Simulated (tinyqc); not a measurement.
Input admittance of a MOSFET at zero drain bias: distributed channel and distributed gate: dividing a fixed width into fingers.

Source and drain grounded, strong inversion, w = 2 pi f, Cox = eps0 eox/tox. The channel is an RC line of resistance 1/(mu Cox Vo) per square fed from both ends, so one finger has the intrinsic admittance y = i w Cox L tanh(g)/g per width, g = (1/2) sqrt(i w tau), tau = L^2/(mu Vo). The vertical resistance rv/L is in series with y, the overlaps 2 i w Cov in parallel: y_t = 1/(1/y + rv/L) + 2 i w Cov. The gate strip is a line of Rsh/L per length loaded by y_t, so a finger has Y = y_t Wf tanh(k)/k, k = (Wf/sd) sqrt(y_t Rsh/L); the device has Nf Y.

Low-frequency limits, with c = Cox L and ct = c + 2 Cov: R_strip = Rsh Wf/(3 sd^2 L Nf), R_ch = (c/ct)^2 L/(12 mu Cox Vo Wf Nf), R_vert = (c/ct)^2 rv/(L Wf Nf), C = ct Wf Nf. Total width Wf Nf = 26 um; each finger also has a contact resistance Rc at each contacted end, which adds Rc/(sd Nf). The resistances are low-frequency limits, good while |k| is below about 1; the far-point signal is |1/cosh k| at f, without Rc.

Inputs (values chosen for the exercise); values of the order met in silicon radio-frequency transistors:
```
symbol,value,unit,meaning
eox,8.79,,relative permittivity of the gate insulator (close to aluminium oxide)
tox,4.5,nm,insulator thickness
L,0.54,um,channel length
mu,240,cm^2/(V s),channel mobility
Vo,0.26,V,gate overdrive
Rsh,4.2,ohm/square,sheet resistance of the gate
rv,1.9,ohm um^2,vertical resistivity of the gate stack
sd,1,,number of ends at which a finger is contacted
Cov,0.19,fF/um,overlap and fringe capacitance on each side
f,26,GHz,frequency
```

Constants: eps0 = 8.8541878128e-14 F/cm where lengths are in cm. Results are converted to the units shown.

The same in every row: R_ch + R_vert (ohm) = 14.933.

Results:

| Nf | Wf (um) | R_strip (ohm) | Rc/(sd Nf) for Rc = 30 ohm (ohm) | sum (ohm) | signal at the far point |
|---|---|---|---|---|---|
| 1 | 26.000 | 67.407 | 30.000 | 112.34 | 0.21719 |
| 2 | 13.000 | 16.852 | 15.000 | 46.785 | 0.63538 |
| 4 | 6.5000 | 4.2130 | 7.5000 | 26.646 | 0.89817 |
| 16 | 1.6250 | 0.26331 | 1.8750 | 17.071 | 0.99367 |
| 32 | 0.81250 | 0.065828 | 0.93750 | 15.936 | 0.99842 |
| 64 | 0.40625 | 0.016457 | 0.46875 | 15.418 | 0.99961 |
| 128 | 0.20312 | 0.0041142 | 0.23438 | 15.171 | 0.99990 |

Estimate the missing row, Nf = 8.

Computed row:

| Nf | Wf (um) | R_strip (ohm) | Rc/(sd Nf) for Rc = 30 ohm (ohm) | sum (ohm) | signal at the far point |
|---|---|---|---|---|---|
| 8 | 3.2500 | 1.0532 | 3.7500 | 19.736 | 0.97460 |

With this row back in the table: R_strip falls as 1/Nf^2, from 67.4 to 0.00411 ohm, the contact term as 1/Nf, and R_ch + R_vert stays at 14.9 ohm since the total width is fixed. The sum is within a factor 1.5 of that floor from Nf = 8 on. More fingers add wiring capacitance, which is left out.

Computed by the program tinyqc: `OMP_NUM_THREADS=1 python tinyqc.py 2262033 2262034 out.jsonl`, one thread of a shared Intel Xeon 2.30GHz, about 0.01 s for the whole run.
